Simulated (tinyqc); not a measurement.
Short-channel transistor, virtual-source model with series resistance: one step of the calculation.

The current per gate width is the charge at the top of the source barrier (the virtual source) times its velocity times a saturation function; al and be are fitting constants of the model. Units: I in uA/um, Rs in ohm um, so I Rs = 1e-6 I Rs in volts; Q in uC/cm^2, so I = 1e-4 Q vx0 Fsat with vx0 in cm/s.

Problem. Current through the series resistance. Intrinsic voltages Vg' = Vgs - I Rs, Vd' = Vds - 2 I Rs. n = n0 + nd Vd', VT = VT0 - dl Vd', Ff = 1/(1 + exp((Vg' - VT + al Vt/2)/(al Vt))), Q = Cinv n Vt ln(1 + exp((Vg' - VT + al Vt Ff)/(n Vt))), Vdsat = (vx0 L/mu)(1 - Ff) + Vt Ff, Fsat = u/(1 + u^be)^(1/be) with u = Vd'/Vdsat, and I(out) = Q vx0 Fsat per width. (Fsat takes the sign of u.) I(new) = I + 0.3 (I(out) - I).

Inputs (values chosen for the exercise): temperature T = 325 K; inversion capacitance Cinv = 1.8 uF/cm^2; velocity at the virtual source vx0 = 7.83e6 cm/s; apparent mobility mu = 930 cm^2/(V s); channel length L = 45 nm; threshold at zero drain voltage VT0 = 0.301 V; drain-induced barrier lowering dl = 0.069 V/V; subthreshold factor n0 = 1.33; growth of n with drain voltage nd = 0 1/V; threshold shift (in units of Vt) from weak to strong inversion al = 3.5; sharpness of saturation be = 1.4; series resistance of each contact Rs = 150 ohm um; gate voltage Vgs = 0.5 V; drain voltage Vds = 0.25 V.

Constants: q = 1.602176634e-19 C, kB = 1.380649e-23 J/K, Vt = kB T/q. Results are converted to the units shown.

I after iteration 1 = 89.654408 uA/um

Find: Vg'; Vd'; VT; Ff; Q; Vdsat; Fsat; I(out); I after iteration 2.

Solution.

Vg' = 0.48655 V
Vd' = 0.22310 V
VT = 0.28561 V
Ff = 0.072426
Q = 0.37473 uC/cm^2
Vdsat = 0.037171 V
Fsat = 0.94566
I(out) = 277.47 uA/um
I after iteration 2 = 146.00 uA/um

tinyqc, about 0.01 s, one thread, Intel Xeon 2.30GHz (shared host): `OMP_NUM_THREADS=1 python tinyqc.py 2380037 2380038 out.jsonl`
